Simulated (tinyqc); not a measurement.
One-sided p+-n junction, ionisation integral and breakdown: one step of the calculation.

A p+ layer at x < 0 and an n drift layer from x = 0. Depletion approximation, built-in voltage neglected. Local ionisation coefficients alpha_n = an exp(-(bn/E)^mx), alpha_p = ap exp(-(bp/E)^mx). Electrons move towards +x, holes towards x = 0.

Problem. Ionisation integrals by the trapezoid rule. G(x) = integral from 0 to x of (alpha_n - alpha_p); I_n = integral of alpha_n exp(-G) (electrons injected at x = 0), I_p = integral of alpha_p exp(G(end) - G) (holes injected at the far edge); M = 1/(1 - I). All integrals by the trapezoid rule on the grid.

```
point     x (um)  alpha_n (1/cm)  alpha_p (1/cm)
0      0.0000000       131.07943       42218.908
1      0.2899324       75.617513       31143.773
2      0.5798648       41.780347       22432.200
3      0.8697972       21.993229       15730.405
4      1.1597296       10.961961       10702.626
5      1.4496620       5.1357925       7036.7828
6      1.7395944       2.2423112       4449.5584
7      2.0295268      0.90296516       2690.5400
8      2.3194592      0.33123080       1545.0909
9      2.6093916      0.10901971       835.65493
10     2.8993240     0.031602547       421.30243
11     3.1892564    0.0078841220       195.48276
```

Give: G; alpha_n exp(-G); I_n; I_p; M_n; M_p.

Solution.

```
point        G  alpha_n exp(-G) (1/cm)
0       0.0000                  131.08
1      -1.0605                  218.37
2      -1.8355                  261.89
3      -2.3878                  239.49
4      -2.7705                  175.03
5      -3.0274                  106.02
6      -3.1938                   54.67
7      -3.2973                   24.42
8      -3.3587                    9.52
9      -3.3932                    3.24
10     -3.4114                    0.96
11     -3.4203                    0.24
```

I_n = 0.033611
I_p = 0.95322
M_n = 1.0348
M_p = 21.378

Computed by the program tinyqc: `OMP_NUM_THREADS=1 python tinyqc.py 2120124 2120125 out.jsonl`, one thread of a shared Intel Xeon 2.30GHz, about 0.07 s for the whole run.
